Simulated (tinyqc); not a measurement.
Heavy doping: gap narrowing, degeneracy and the minority density: one step. Product and minority density. Five cases, with inputs chosen for the exercise.

Task: Combine both effects.

Majority: N = Nc F_1/2(eta), eta the distance of EF beyond the majority band edge in kT. Degeneracy factor gam = F_1/2(eta)/exp(eta). ni0^2 = Nc Nv exp(-Eg/kT); product n p = ni0^2 gam exp(dEg/kT), dEg the true narrowing; apparent narrowing dEa = dEg + kT ln gam; minority density = n p/N.

Constants: kB = 8.617333262e-05 eV/K.

Give: ni0; exp(dEg/kT); dEa; sqrt(n p); minority density.

Case 1.

Values chosen (gap and densities of states near those of Si at this temperature; narrowing constants near the fits for Si; shifted at random, so the results belong to these values and not to a real crystal): N = 1e+18 1/cm^3 (ionised donors, equal to the majority density); Eg = 1.125 eV (gap); Nc = 2.79e+19 1/cm^3 (conduction-band density of states); Nv = 1.16e+19 1/cm^3 (valence-band density of states); T = 300 K.

dEg (empirical fit) = 35.0992 meV
gam = 0.987414

Result:

ni0 = 6.39e+09 1/cm^3
exp(dEg/kT) = 3.89
dEa = 34.8 meV
sqrt(n p) = 1.25e+10 1/cm^3
minority density = 157 1/cm^3

Narrowing multiplies the product by 3.89 and degeneracy by 0.987; together they change the minority density by a factor 3.84 against ni0^2/N.

Case 2.

Values chosen (gap and densities of states near those of Si at this temperature; narrowing constants near the fits for Si; shifted at random, so the results belong to these values and not to a real crystal): N = 1.2e+18 1/cm^3 (ionised donors, equal to the majority density); Eg = 1.127 eV (gap); Nc = 2.7e+19 1/cm^3 (conduction-band density of states); Nv = 1.15e+19 1/cm^3 (valence-band density of states); T = 300 K.

dEg (empirical fit) = 35.8799 meV
gam = 0.984419

Result:

ni0 = 6.02e+09 1/cm^3
exp(dEg/kT) = 4.01
dEa = 35.5 meV
sqrt(n p) = 1.20e+10 1/cm^3
minority density = 119 1/cm^3

Narrowing multiplies the product by 4.01 and degeneracy by 0.984; together they change the minority density by a factor 3.94 against ni0^2/N.

Case 3.

Values chosen (gap and densities of states near those of Si at this temperature; narrowing constants near the fits for Si; shifted at random, so the results belong to these values and not to a real crystal): N = 1e+18 1/cm^3 (ionised donors, equal to the majority density); Eg = 1.11 eV (gap); Nc = 2.92e+19 1/cm^3 (conduction-band density of states); Nv = 1.06e+19 1/cm^3 (valence-band density of states); T = 300 K.

dEg (empirical fit) = 30.3150 meV
gam = 0.987971

Result:

ni0 = 8.35e+09 1/cm^3
exp(dEg/kT) = 3.23
dEa = 30.0 meV
sqrt(n p) = 1.49e+10 1/cm^3
minority density = 223 1/cm^3

Narrowing multiplies the product by 3.23 and degeneracy by 0.988; together they change the minority density by a factor 3.19 against ni0^2/N.

Case 4.

Values chosen (gap and densities of states near those of Si at this temperature; narrowing constants near the fits for Si; shifted at random, so the results belong to these values and not to a real crystal): N = 1.9e+19 1/cm^3 (ionised donors, equal to the majority density); Eg = 1.122 eV (gap); Nc = 2.74e+19 1/cm^3 (conduction-band density of states); Nv = 1.13e+19 1/cm^3 (valence-band density of states); T = 300 K.

dEg (empirical fit) = 59.7697 meV
gam = 0.784402

Result:

ni0 = 6.62e+09 1/cm^3
exp(dEg/kT) = 10.1
dEa = 53.5 meV
sqrt(n p) = 1.86e+10 1/cm^3
minority density = 18.3 1/cm^3

Narrowing multiplies the product by 10.1 and degeneracy by 0.784; together they change the minority density by a factor 7.92 against ni0^2/N.

Case 5.

Values chosen (gap and densities of states near those of Si at this temperature; narrowing constants near the fits for Si; shifted at random, so the results belong to these values and not to a real crystal): N = 3.9e+19 1/cm^3 (ionised donors, equal to the majority density); Eg = 1.138 eV (gap); Nc = 2.97e+19 1/cm^3 (conduction-band density of states); Nv = 1.19e+19 1/cm^3 (valence-band density of states); T = 300 K.

dEg (empirical fit) = 83.1327 meV
gam = 0.633782

Result:

ni0 = 5.19e+09 1/cm^3
exp(dEg/kT) = 24.9
dEa = 71.3 meV
sqrt(n p) = 2.06e+10 1/cm^3
minority density = 10.9 1/cm^3

Narrowing multiplies the product by 24.9 and degeneracy by 0.634; together they change the minority density by a factor 15.8 against ni0^2/N.

Computed by tinyqc, one run a case: `OMP_NUM_THREADS=1 python tinyqc.py N N+1 out.jsonl` with N = 1651692, 1651869, 1651936, 1652016, 1652026; one thread of a shared Intel(R) Xeon(R) Processor @ 2.30GHz, about 0.01 s a run at most.
